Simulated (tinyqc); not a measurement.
Raising the sheet density: Gamma, L and X subbands of a thin body with non-parabolic valleys.

Hard walls, flat band, c = hbar^2/2m0, energies from the bulk Gamma edge. For a valley at angle theta to the normal 1/m_z = cos^2/ml + sin^2/mt and m_d = sqrt(ml mt^2/m_z). Subband n starts at E_v + e with e (1 + a e) = c (n pi/t)^2/m_z, and its density-of-states mass is taken as m_d (1 + 2 a e), without further growth at higher in-plane energy. Groups are named by valley and degeneracy.

n_i = g m/(2 pi c) kB T ln(1 + exp((EF - E_i)/kB T)), sum n_i = Ns (1e12/cm^2 = 1e-4/angstrom^2), c = hbar^2/2m0. Quantum capacitance Cq = 1602.176634 sum g m/(2 pi c) f_i in microfarad/cm^2 with f_i = 1/(1 + exp((E_i - EF)/kB T)); Cox = 34.5313/eot (one gate); C/Cox = Cq/(Cq + Cox), the centroid term left out.

Constants: hbar^2/2m0 = 3.80998211 eV angstrom^2; kB = 8.617333262e-05 eV/K.

Inputs chosen for the exercise (near those of a thin InAs channel; the results hold for these values, not for the real material): face = 100 (surface); mG = 0.0257 m0 (Gamma mass); aG = 2.32 1/eV (Gamma non-parabolicity); EL = 0.723 eV (L edge above Gamma); mL = (0.625, 0.051) m0 (L valleys (four, along <111>): ml, mt); EX = 1.041 eV (X edge above Gamma); mX = (1.101, 0.155) m0 (X valleys (three, along <100>): ml, mt); aS = 0.45 1/eV (non-parabolicity of L and X); t = 30 angstrom (body thickness); T = 300 K (temperature); eot = 9 angstrom (equivalent oxide thickness); Nl = (0.5, 1, 2, 4, 7, 11, 16) x 1e12/cm^2 (sheet densities).

Fixed thickness, n = 1 to 8 of all groups; the gate overdrive above the lowest edge is (EF - E_lowest)/e + 0.1602177 Ns/Cox in volts.

Results:
```
Ns (1e12/cm^2)  EF - lowest (eV)  Gamma share (%)    Cq  C/Cox  overdrive (V)
0.5                       -0.015            100.0  2.50  0.394          0.006
1.0                        0.010            100.0  4.09  0.516          0.051
2.0                        0.042            100.0  5.75  0.600          0.125
4.0                        0.092            100.0  6.71  0.636          0.259
7.0                        0.163            100.0  6.89  0.642          0.455
16.0                       0.368             99.0  7.89  0.673          1.036
```

Give the missing row, Ns (1e12/cm^2) = 11.0.

Computed row:
```
Ns (1e12/cm^2)  EF - lowest (eV)  Gamma share (%)    Cq  C/Cox  overdrive (V)
11.0                       0.255            100.0  6.91  0.643          0.715
```

The lowest subband is G1 n=1. At the highest density band filling takes 0.368 V of the 1.036 V overdrive. Cq grows from 2.5 to 7.9 microfarad/cm^2 while EF moves from -0.015 to +0.368 eV against the lowest edge; the Gamma share stays within 99 to 100 %.

Program tinyqc; command `OMP_NUM_THREADS=1 python tinyqc.py 1280322 1280323 out.jsonl`; about 0.05 s on one thread of a shared Intel(R) Xeon(R) Processor @ 2.30GHz.
